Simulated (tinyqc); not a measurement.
Screening of the starting offset: band offset of a heterojunction with an interface dipole (two-band chains, self-consistent charge).

Sites alternate A, C. Left: A at -G1/2, C at +G1/2, hopping -t1; right: A at D - G2/2, C at D + G2/2, hopping -t2; the bonds across the two interfaces of a ring (C left to A right, C right to A left) have -sqrt(t1 t2). D is the offset of the mid-gaps, so Ev(right) - Ev(left) = D - (G2 - G1)/2 and Ec(right) - Ec(left) = D + (G2 - G1)/2. The closing bond has its sign reversed (antiperiodic ring). Half the levels are filled with two electrons each. The charge moved is q = (electrons on the left) less one a site; the mean over the two interfaces, q/2, is taken as the charge that crosses each, and its dipole opposes the offset: D = D0 - u q/2.

From here on the ring has 24 cells a side.

Values chosen for the exercise (gaps near those of Si and Ge; the chains and D0 are free models, so the offsets are not those of the real pair; the results hold for these values, not for the real material):
- G1 = 1.09 eV (gap on the left)
- G2 = 0.67 eV (gap on the right)
- t1 = 1.73 eV (hopping on the left)
- t2 = 2.22 eV (hopping on the right)
- u = 3.5 eV (potential step per electron moved across)

chi = 0.608731 1/eV

D0 is varied; the self-consistent D is found by bisection. chi = dq/dD at D = 0; the linear rule is D = S D0 with S = 1/(1 + u chi/2). The gap of the junction closes (type III) at |D| = (G1 + G2)/2.

Against D0:
```
2 D0/(G1 + G2),D0 (eV),q at D0,D (eV),D/D0,linear (eV)
-0.85,-0.748,-0.5227,-0.3573,0.4777,-0.3622
-0.55,-0.484,-0.3096,-0.2330,0.4815,-0.2344
-0.30,-0.264,-0.1630,-0.1276,0.4834,-0.1278
-0.15,-0.132,-0.0806,-0.0639,0.4840,-0.0639
0.10,0.088,0.0536,0.0426,0.4841,0.0426
0.25,0.220,0.1352,0.1064,0.4836,0.1065
0.50,0.440,0.2789,0.2121,0.4819,0.2130
0.95,0.836,0.6186,0.3980,0.4760,0.4048
```

Give the missing row, 2 D0/(G1 + G2) = 0.80, D0 (eV) = 0.704.

Computed row:
```
2 D0/(G1 + G2)  D0 (eV)  q at D0  D (eV)    D/D0  linear (eV)
0.80              0.704   0.4819  0.3368  0.4784       0.3409
```

D/D0 lies between 0.476 and 0.484, against S = 0.484 from chi at D = 0; the linear rule misses by at most 7 meV. q is odd in D. About half of the starting offset survives.

Program tinyqc; command `OMP_NUM_THREADS=1 python tinyqc.py 1481822 1481823 out.jsonl`; about 0.3 s on one thread of a shared Intel(R) Xeon(R) Processor @ 2.30GHz.
